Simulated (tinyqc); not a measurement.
Free and trapped electrons in a MOS channel with a dense trap tail: one step of the calculation.

p-type body, charge-sheet picture, full ionisation (an idealisation for deep acceptors), Boltzmann statistics for free electrons. e = Ec - EF at the surface. Acceptor-like traps of density D(E) = D0 + De exp(-E/Ew) at depth E below Ec, from 0 to Eu, hold n_t = integral of D(E)/(1 + exp((e - E)/Vt)). psi = Eg - Vt ln(Nv/Na) - e; N_dep = sqrt(2 eps0 eps_r Na (psi - Vt)/q); n_f = sqrt(N_dep^2 + 2 eps0 eps_r Vt Nc exp(-e/Vt)/q) - N_dep; Vg = Vfb + psi + q (N_dep + n_t + n_f)/Cox, Cox = eps0 eox/tox.

Question. Trapped charge. Trapezoid rule on 15 equal steps from 0 to Eu, f = 1/(1 + exp((e - E)/Vt)).

Values chosen for this exercise; band and dielectric values close to those of 4H silicon carbide: temperature T = 300 K; constant background density of acceptor-like traps D0 = 1.8e11 cm^-2 eV^-1; density of the tail at the conduction edge De = 2.7e13 cm^-2 eV^-1; decay energy of the tail Ew = 0.08 eV; depth below Ec down to which the traps reach Eu = 0.68 eV; Ec - EF at the surface e = 0.124 eV.

Constants: q = 1.602176634e-19 C, kB = 1.380649e-23 J/K, Vt = kB T/q. Results are converted to the units shown.

Give: E; D(E) f; n_t.

Answer.

```
point,E (eV),D(E) f (cm^-2 eV^-1)
0,0,2.226e11
1,0.04533,7.056e11
2,0.09067,1.916e12
3,0.1360,3.139e12
4,0.1813,2.686e12
5,0.2267,1.735e12
6,0.2720,1.078e12
7,0.3173,6.909e11
8,0.3627,4.701e11
9,0.4080,3.446e11
10,0.4533,2.734e11
11,0.4987,2.330e11
12,0.5440,2.101e11
13,0.5893,1.971e11
14,0.6347,1.897e11
15,0.6800,1.855e11
```

n_t = 6.380e11 cm^-2

Numbers from tinyqc (`OMP_NUM_THREADS=1 python tinyqc.py 2222245 2222246 out.jsonl`; about 0.02 s on one thread of a shared Intel Xeon 2.30GHz).
